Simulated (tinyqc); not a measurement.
Deep-level transient spectroscopy: one step of the calculation.

Schottky contact on an n-type layer with shallow donors Nd (all ionised) and a donor-like deep trap, neutral when filled and positive when empty; depletion approximation. Traps within lam of the depletion edge stay filled. A long pulse to Vp fills the traps beyond x1 = Wp - lam; back at Vr those between x1 and x2 = Wr - lam emit. A rate window reads S = C(t2) - C(t1).

Task. Peak temperature. Fixed-point step for en(T) = ew: T(new) = (Et q/kB)/ln(sn g T^2/ew), g = vth Nc/(300 K)^2.

Parameters, values chosen for the exercise; material values close to those of silicon:

| symbol | value | unit | meaning |
|---|---|---|---|
| Nc | 2.75e19 | cm^-3 | conduction-band density of states at 300 K |
| vth | 2.3e7 | cm/s | thermal velocity at 300 K |
| Et | 0.39 | eV | depth of the trap below the conduction edge |
| sn | 4e-15 | cm^2 | capture cross-section |

Constants: q = 1.602176634e-19 C, kB = 1.380649e-23 J/K. Results are converted to the units shown.

ew = 804.71896 1/s
T at the start = 300 K

Wanted: T after step 1.

Result.

T after step 1 = 206.95 K

Computed by the program tinyqc: `OMP_NUM_THREADS=1 python tinyqc.py 2050028 2050029 out.jsonl`, one thread of a shared Intel Xeon 2.30GHz, about 0.01 s for the whole run.
